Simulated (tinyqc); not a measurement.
CIS and TDHF on RHF in the sto-6g basis, for BeH2, spin multiplicity 1, step by step (part 2 of 2). Computed by tinyqc, a small Python program that keeps every step (integrals from PySCF). Command: `OMP_NUM_THREADS=1 python tinyqc.py 31094 31095 out.jsonl` (the two numbers bound the seeds that draw the settings). One thread of a shared host (Intel(R) Xeon(R) Processor @ 2.60GHz), about 0.1 s of CPU time with the checks.

Geometry (angstrom):
```
atom         x          y         z
Be    0.000000   0.000000  0.000000
H     0.000000   1.631000  0.032000
H     0.000000  -1.631000  0.032000
```

## CIS singlet states

CIS matrix A, singlet (hartree):
```
           1>4       1>5        1>6        1>7        2>4       2>5        2>6        2>7
1>4   4.278925  0.000000  -0.006957   0.000000   0.035881  0.000000   0.002135   0.000000
1>5   0.000000  4.278836   0.000000   0.000000   0.000000  0.035993   0.000000   0.000000
1>6  -0.006957  0.000000   4.530178   0.000000   0.002143  0.000000  -0.004661   0.000000
1>7   0.000000  0.000000   0.000000   4.748987   0.000000  0.000000   0.000000   0.023708
2>4   0.035881  0.000000   0.002143   0.000000   0.362341  0.000000  -0.003507   0.000000
2>5   0.000000  0.035993   0.000000   0.000000   0.000000  0.362401   0.000000   0.000000
2>6   0.002135  0.000000  -0.004661   0.000000  -0.003507  0.000000   0.537156   0.000000
2>7   0.000000  0.000000   0.000000   0.023708   0.000000  0.000000   0.000000   0.775919
3>4   0.000000  0.000000   0.000000   0.000309   0.000000  0.000000   0.000000   0.000691
3>5   0.000000  0.000000   0.000000   0.000000   0.000000  0.000000   0.000000   0.000000
3>6   0.000000  0.000000   0.000000  -0.007915   0.000000  0.000000   0.000000  -0.011414
3>7   0.000704  0.000000  -0.016411   0.000000  -0.001717  0.000000   0.023085   0.000000

           3>4       3>5        3>6        3>7
1>4   0.000000  0.000000   0.000000   0.000704
1>5   0.000000  0.000000   0.000000   0.000000
1>6   0.000000  0.000000   0.000000  -0.016411
1>7   0.000309  0.000000  -0.007915   0.000000
2>4   0.000000  0.000000   0.000000  -0.001717
2>5   0.000000  0.000000   0.000000   0.000000
2>6   0.000000  0.000000   0.000000   0.023085
2>7   0.000691  0.000000  -0.011414   0.000000
3>4   0.270011  0.000000  -0.005586   0.000000
3>5   0.000000  0.269967   0.000000   0.000000
3>6  -0.005586  0.000000   0.488989   0.000000
3>7   0.000000  0.000000   0.000000   0.779119
```

dipole integrals <i|r|a> (bohr), order 1>4, 1>5, 1>6, 1>7, 2>4, 2>5, 2>6, 2>7, 3>4, 3>5, 3>6, 3>7:
$$\begin{pmatrix}
0.000000 & 0.000000 & 0.145019 \\
0.145233 & 0.000000 & 0.000000 \\
0.000000 & 0.000000 & 0.007932 \\
0.000000 & 0.133279 & 0.000000 \\
0.000000 & 0.000000 & 0.960339 \\
0.960618 & 0.000000 & 0.000000 \\
0.000000 & 0.000000 & 0.025549 \\
0.000000 & -0.728579 & 0.000000 \\
0.000000 & 0.056270 & 0.000000 \\
0.000000 & 0.000000 & 0.000000 \\
0.000000 & -1.417979 & 0.000000 \\
0.000000 & 0.000000 & -0.037390
\end{pmatrix}$$

Diagonalise A (1 hartree = 27.211386 eV); each vector has its largest component positive (the first on a tie). The transition dipole is mu = sqrt2 sum c_ia <i|r|a>.

singlet excitation energies (eV): [7.343503, 7.346179, 9.848800, 9.852445, 13.297274, 14.559022, 21.122271, 21.258536, 116.439252, 116.442059, 123.279781, 129.230772]

lowest vectors, order 1>4, 1>5, 1>6, 1>7, 2>4, 2>5, 2>6, 2>7, 3>4, 3>5, 3>6, 3>7:
$$\begin{pmatrix}
0.000000 & 0.000000 & -0.009170 & 0.000000 & 0.000000 & -0.000363 \\
0.000000 & 0.000000 & 0.000000 & -0.009189 & 0.000000 & 0.000000 \\
0.000000 & 0.000000 & -0.000495 & 0.000000 & 0.000000 & 0.000784 \\
-0.000020 & 0.000000 & 0.000000 & 0.000000 & 0.001637 & 0.000000 \\
0.000000 & 0.000000 & 0.999759 & 0.000000 & 0.000000 & -0.019345 \\
0.000000 & 0.000000 & 0.000000 & 0.999958 & 0.000000 & 0.000000 \\
0.000000 & 0.000000 & 0.019714 & 0.000000 & 0.000000 & 0.995363 \\
-0.000790 & 0.000000 & 0.000000 & 0.000000 & 0.039618 & 0.000000 \\
0.999676 & 0.000000 & 0.000000 & 0.000000 & -0.025392 & 0.000000 \\
0.000000 & 1.000000 & 0.000000 & 0.000000 & 0.000000 & 0.000000 \\
0.025444 & 0.000000 & 0.000000 & 0.000000 & 0.998891 & 0.000000 \\
0.000000 & 0.000000 & 0.003020 & 0.000000 & 0.000000 & -0.094222
\end{pmatrix}$$

oscillator strengths 2/3 w |mu|^2: [0.000155, 0.000000, 0.443974, 0.444211, 1.363253, 0.000076]

Within a degenerate level the vectors are fixed only up to a rotation; this is one choice.

## TDHF (RPA) singlet states

Two-electron integrals over orbitals (pq|rs), unique and non-zero (hartree):
```
(11|11) 2.281231    (21|11) -0.186041   (21|21) 0.023926    (22|11) 0.452777
(22|21) -0.005572   (22|22) 0.368241    (31|31) 0.004981    (32|31) 0.010307
(32|32) 0.157929    (33|11) 0.410546    (33|21) -0.002010   (33|22) 0.379619
(33|33) 0.402843    (41|11) 0.011687    (41|21) -0.001438   (41|22) 0.000680
(41|33) 0.000353    (41|41) 0.016060    (42|11) -0.006796   (42|21) 0.000406
(42|22) 0.001814    (42|33) 0.002616    (42|41) 0.014585    (42|42) 0.046566
(43|31) -0.000050   (43|32) 0.004155    (43|43) 0.012076    (44|11) 0.569799
(44|21) -0.006711   (44|22) 0.349012    (44|33) 0.329233    (44|41) -0.001483
(44|42) -0.008286   (44|44) 0.450260    (51|51) 0.016013    (52|51) 0.014647
(52|52) 0.046505    (53|53) 0.011908    (54|51) -0.000923   (54|52) -0.002510
(54|54) 0.024353    (55|11) 0.570063    (55|21) -0.006698   (55|22) 0.349099
(55|33) 0.329209    (55|41) 0.000357    (55|42) -0.003293   (55|44) 0.401483
(55|55) 0.450117    (61|11) -0.200729   (61|21) 0.026360    (61|22) -0.006063
(61|33) -0.002637   (61|41) -0.000771   (61|42) 0.001131    (61|44) -0.005735
(61|55) -0.005626   (61|61) 0.029166    (62|11) 0.146492    (62|21) -0.006259
(62|22) -0.013004   (62|33) -0.040145   (62|41) 0.001127    (62|42) -0.001627
(62|44) 0.071074    (62|55) 0.071536    (62|61) -0.005878   (62|62) 0.085369
(63|31) 0.000007    (63|32) -0.091831   (63|43) -0.003582   (63|63) 0.088111
(64|11) 0.005415    (64|21) 0.000120    (64|22) 0.000254    (64|33) -0.001578
(64|41) 0.015998    (64|42) 0.045783    (64|44) -0.000576   (64|55) 0.002511
(64|61) 0.000998    (64|62) 0.006772    (64|64) 0.049066    (65|51) 0.016108
(65|52) 0.046284    (65|54) -0.001555   (65|65) 0.049321    (66|11) 0.464362
(66|21) -0.007096   (66|22) 0.371408    (66|33) 0.381930    (66|41) 0.002308
(66|42) 0.006665    (66|44) 0.349823    (66|55) 0.350293    (66|61) -0.007261
(66|62) -0.024253   (66|64) 0.004250    (66|66) 0.389056    (71|31) 0.009379
(71|32) 0.016713    (71|43) -0.000143   (71|63) 0.000783    (71|71) 0.017774
(72|31) 0.004672    (72|32) -0.039097   (72|43) -0.003268   (72|63) 0.063670
(72|71) 0.008490    (72|72) 0.058208    (73|11) 0.152528    (73|21) -0.003659
(73|22) 0.001212    (73|33) -0.018333   (73|41) 0.000054    (73|42) -0.004472
(73|44) 0.072721    (73|55) 0.072845    (73|61) -0.003465   (73|62) 0.080919
(73|64) 0.003552    (73|66) -0.018329   (73|73) 0.088910    (74|31) -0.000595
(74|32) -0.007227   (74|43) 0.012918    (74|63) 0.004702    (74|71) -0.001030
(74|72) 0.001496    (74|74) 0.017392    (75|53) 0.013122    (75|75) 0.017053
(76|31) 0.009481    (76|32) 0.138753    (76|43) 0.004526    (76|63) -0.089588
(76|71) 0.015836    (76|72) -0.045352   (76|74) -0.006202   (76|76) 0.134304
(77|11) 0.538044    (77|21) -0.006729   (77|22) 0.393598    (77|33) 0.408671
(77|41) 0.000344    (77|42) 0.000444    (77|44) 0.374100    (77|55) 0.374027
(77|61) -0.007060   (77|62) -0.014519   (77|64) -0.001365   (77|66) 0.403947
(77|73) 0.006416    (77|77) 0.444993
```

B(ia,jb) = 2 (ia|jb) - (ib|ja); the squared energies are the eigenvalues of (A - B)(A + B); 1 hartree = 27.211386 eV.

TDHF matrix B, singlet (hartree):
```
           1>4       1>5        1>6        1>7        2>4       2>5        2>6        2>7
1>4   0.016060  0.000000  -0.000771   0.000000   0.014585  0.000000   0.001123   0.000000
1>5   0.000000  0.016013   0.000000   0.000000   0.000000  0.014647   0.000000   0.000000
1>6  -0.000771  0.000000   0.029166   0.000000   0.001135  0.000000  -0.005878   0.000000
1>7   0.000000  0.000000   0.000000   0.017774   0.000000  0.000000   0.000000   0.008490
2>4   0.014585  0.000000   0.001135   0.000000   0.046566  0.000000  -0.001627   0.000000
2>5   0.000000  0.014647   0.000000   0.000000   0.000000  0.046505   0.000000   0.000000
2>6   0.001123  0.000000  -0.005878   0.000000  -0.001627  0.000000   0.085369   0.000000
2>7   0.000000  0.000000   0.000000   0.008490   0.000000  0.000000   0.000000   0.058208
3>4   0.000000  0.000000   0.000000  -0.000341   0.000000  0.000000   0.000000  -0.002064
3>5   0.000000  0.000000   0.000000   0.000000   0.000000  0.000000   0.000000   0.000000
3>6   0.000000  0.000000   0.000000   0.005031   0.000000  0.000000   0.000000   0.046420
3>7   0.000252  0.000000  -0.007712   0.000000  -0.005676  0.000000   0.098169   0.000000

           3>4       3>5        3>6        3>7
1>4   0.000000  0.000000   0.000000   0.000252
1>5   0.000000  0.000000   0.000000   0.000000
1>6   0.000000  0.000000   0.000000  -0.007712
1>7  -0.000341  0.000000   0.005031   0.000000
2>4   0.000000  0.000000   0.000000  -0.005676
2>5   0.000000  0.000000   0.000000   0.000000
2>6   0.000000  0.000000   0.000000   0.098169
2>7  -0.002064  0.000000   0.046420   0.000000
3>4   0.012076  0.000000  -0.003582   0.000000
3>5   0.000000  0.011908   0.000000   0.000000
3>6  -0.003582  0.000000   0.088111   0.000000
3>7   0.000000  0.000000   0.000000   0.088910
```

squared energies w^2 (hartree^2): [0.072684, 0.072740, 0.128817, 0.128923, 0.228644, 0.273402, 0.588657, 0.597171, 18.309709, 18.310592, 20.523920, 22.553865]

TDHF energies from the positive w^2 (eV): [7.336169, 7.339030, 9.766468, 9.770473, 13.011591, 14.228255, 20.877657, 21.028108, 116.437102, 116.439910, 123.276649, 129.229350]

## CIS matrix, triplets

orbital energies (hartree): MO1 -4.607180, MO2 -0.408799, MO3 -0.365669, MO4 0.209424, MO5 0.209692, MO6 0.329027, MO7 0.644302

A(ia,jb) = (e_a - e_i) d_ij d_ab - (ij|ab).

CIS matrix A, triplet (hartree):
```
           1>4       1>5        1>6        1>7        2>4       2>5        2>6        2>7
1>4   4.246805  0.000000  -0.005415   0.000000   0.006711  0.000000  -0.000120   0.000000
1>5   0.000000  4.246809   0.000000   0.000000   0.000000  0.006698   0.000000   0.000000
1>6  -0.005415  0.000000   4.471846   0.000000  -0.000120  0.000000   0.007096   0.000000
1>7   0.000000  0.000000   0.000000   4.713438   0.000000  0.000000   0.000000   0.006729
2>4   0.006711  0.000000  -0.000120   0.000000   0.269210  0.000000  -0.000254   0.000000
2>5   0.000000  0.006698   0.000000   0.000000   0.000000  0.269391   0.000000   0.000000
2>6  -0.000120  0.000000   0.007096   0.000000  -0.000254  0.000000   0.366418   0.000000
2>7   0.000000  0.000000   0.000000   0.006729   0.000000  0.000000   0.000000   0.659503
3>4   0.000000  0.000000   0.000000   0.000595   0.000000  0.000000   0.000000   0.007227
3>5   0.000000  0.000000   0.000000   0.000000   0.000000  0.000000   0.000000   0.000000
3>6   0.000000  0.000000   0.000000  -0.009481   0.000000  0.000000   0.000000  -0.138753
3>7   0.000595  0.000000  -0.009481   0.000000   0.007227  0.000000  -0.138753   0.000000

          3>4       3>5        3>6        3>7
1>4  0.000000  0.000000   0.000000   0.000595
1>5  0.000000  0.000000   0.000000   0.000000
1>6  0.000000  0.000000   0.000000  -0.009481
1>7  0.000595  0.000000  -0.009481   0.000000
2>4  0.000000  0.000000   0.000000   0.007227
2>5  0.000000  0.000000   0.000000   0.000000
2>6  0.000000  0.000000   0.000000  -0.138753
2>7  0.007227  0.000000  -0.138753   0.000000
3>4  0.245859  0.000000   0.001578   0.000000
3>5  0.000000  0.246151   0.000000   0.000000
3>6  0.001578  0.000000   0.312767   0.000000
3>7  0.000000  0.000000   0.000000   0.601300
```

## CIS triplet states

Diagonalise A (1 hartree = 27.211386 eV); each vector has its largest component positive (the first on a tie).

triplet excitation energies (eV): [6.666341, 6.698115, 7.207155, 7.315755, 7.330202, 8.226347, 18.115122, 19.272580, 115.558219, 115.561872, 121.689663, 128.260075]

lowest vectors, order 1>4, 1>5, 1>6, 1>7, 2>4, 2>5, 2>6, 2>7, 3>4, 3>5, 3>6, 3>7:
$$\begin{pmatrix}
0.000000 & 0.000000 & 0.000000 & -0.001675 & 0.000000 & -0.000180 \\
0.000000 & 0.000000 & 0.000000 & 0.000000 & -0.001684 & 0.000000 \\
0.000000 & 0.000000 & 0.000000 & 0.000029 & 0.000000 & -0.000587 \\
-0.000402 & 0.000000 & 0.001459 & 0.000000 & 0.000000 & 0.000000 \\
0.000000 & 0.000000 & 0.000000 & 0.996303 & 0.000000 & 0.084230 \\
0.000000 & 0.000000 & 0.000000 & 0.000000 & 0.999999 & 0.000000 \\
0.000000 & 0.000000 & 0.000000 & -0.069391 & 0.000000 & 0.904640 \\
-0.078570 & 0.000000 & 0.321757 & 0.000000 & 0.000000 & 0.000000 \\
0.979835 & 0.000000 & 0.199342 & 0.000000 & 0.000000 & 0.000000 \\
0.000000 & 1.000000 & 0.000000 & 0.000000 & 0.000000 & 0.000000 \\
-0.183709 & 0.000000 & 0.925599 & 0.000000 & 0.000000 & 0.000000 \\
0.000000 & 0.000000 & 0.000000 & -0.050616 & 0.000000 & 0.417769
\end{pmatrix}$$

## TDHF (RPA) triplet states

B(ia,jb) = - (ib|ja); the squared energies are the eigenvalues of (A - B)(A + B); 1 hartree = 27.211386 eV.

TDHF matrix B, triplet (hartree):
```
           1>4        1>5        1>6        1>7        2>4        2>5        2>6        2>7
1>4  -0.016060   0.000000   0.000771   0.000000  -0.014585   0.000000  -0.001131   0.000000
1>5   0.000000  -0.016013   0.000000   0.000000   0.000000  -0.014647   0.000000   0.000000
1>6   0.000771   0.000000  -0.029166   0.000000  -0.001127   0.000000   0.005878   0.000000
1>7   0.000000   0.000000   0.000000  -0.017774   0.000000   0.000000   0.000000  -0.008490
2>4  -0.014585   0.000000  -0.001127   0.000000  -0.046566   0.000000   0.001627   0.000000
2>5   0.000000  -0.014647   0.000000   0.000000   0.000000  -0.046505   0.000000   0.000000
2>6  -0.001131   0.000000   0.005878   0.000000   0.001627   0.000000  -0.085369   0.000000
2>7   0.000000   0.000000   0.000000  -0.008490   0.000000   0.000000   0.000000  -0.058208
3>4   0.000000   0.000000   0.000000  -0.000054   0.000000   0.000000   0.000000   0.004472
3>5   0.000000   0.000000   0.000000   0.000000   0.000000   0.000000   0.000000   0.000000
3>6   0.000000   0.000000   0.000000   0.003465   0.000000   0.000000   0.000000  -0.080919
3>7   0.000143   0.000000  -0.000783   0.000000   0.003268   0.000000  -0.063670   0.000000

           3>4        3>5        3>6        3>7
1>4   0.000000   0.000000   0.000000   0.000143
1>5   0.000000   0.000000   0.000000   0.000000
1>6   0.000000   0.000000   0.000000  -0.000783
1>7  -0.000054   0.000000   0.003465   0.000000
2>4   0.000000   0.000000   0.000000   0.003268
2>5   0.000000   0.000000   0.000000   0.000000
2>6   0.000000   0.000000   0.000000  -0.063670
2>7   0.004472   0.000000  -0.080919   0.000000
3>4  -0.012076   0.000000   0.003582   0.000000
3>5   0.000000  -0.011908   0.000000   0.000000
3>6   0.003582   0.000000  -0.088111   0.000000
3>7   0.000000   0.000000   0.000000  -0.088910
```

squared energies w^2 (hartree^2): [0.048921, 0.060449, 0.060944, 0.068596, 0.070382, 0.073433, 0.439301, 0.497443, 18.033679, 18.034820, 19.997978, 22.216347]

TDHF energies from the positive w^2 (eV): [6.018625, 6.690273, 6.717647, 7.126892, 7.219052, 7.373906, 18.035658, 19.192096, 115.556089, 115.559744, 121.686868, 128.258745]
